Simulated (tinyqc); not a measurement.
Magnetisation curve: two coupled magnetic layers: synthetic antiferromagnet, spin flop, exchange bias and magnetoresistance. Computed by tinyqc, a small Python program. Command: `OMP_NUM_THREADS=1 python tinyqc.py 3009691 3009692 out.jsonl saf walk`. One thread of a shared host (Intel(R) Xeon(R) Processor @ 2.30GHz), about 0.2 s of CPU time with the checks.

Moments lie in the plane at the angles p1, p2 from the field. Energy per area: E = J1 cos(p1 - p2) + J2 cos^2(p1 - p2) - B M_s (t1 cos p1 + t2 cos p2) + K (t1 sin^2 p1 + t2 sin^2 p2).

Inputs (values chosen for the exercise, for a model stack):
```
quantity                         value    unit
saturation magnetisation M_s      1070    kA/m
thickness t1                       2.7      nm
thickness t2                       2.7      nm
antiferromagnetic coupling J1      1.3  mJ/m^2
biquadratic coupling J2              0  mJ/m^2
in-plane anisotropy K              2.2  kJ/m^3
field over the saturation field   0.89       -
```

Field direction: along the easy axis.

Method. The parallel state is stable while the Hessian at p1 = p2 = 0 is positive: with c = J1 + 2 J2 and u = B M_s + 2K, (u t1 - c)(u t2 - c) > c^2, so B_sat M_s = c (1/t1 + 1/t2) - 2K. B_K = 2K/M_s. The lowest minimum of E over both angles (from five starts; of two mirror images the one with p1 >= 0, and for equal layers |p1| <= |p2|).

saturation field B_sat = 895.853 mT

Equilibrium states:
```
B/B_sat  B (mT)  p1 (degrees)  p2 (degrees)  m/m_sat
0.02      17.92         0.000       -180.00   0.0000
0.06      53.75         0.000       -180.00   0.0000
0.12     107.50        83.108        -83.11   0.1200
0.20     179.17        78.463        -78.46   0.2000
0.30     268.76        72.542        -72.54   0.3000
0.45     403.13        63.256        -63.26   0.4500
0.60     537.51        53.130        -53.13   0.6000
0.80     716.68        36.870        -36.87   0.8000
0.95     851.06        18.195        -18.19   0.9500
1.10     985.44         0.000          0.00   1.0000
```

What does the comparison show, and why?

The collinear state is the lowest in 2 row(s), with m/m_sat = (t1 - t2)/(t1 + t2) = 0.000; then the moments are canted and close at B_sat. The largest gap between m/m_sat and B/B_sat in the canted rows is 0.000.

Extremes, crossings and ranges named in words are read from the listed rows.
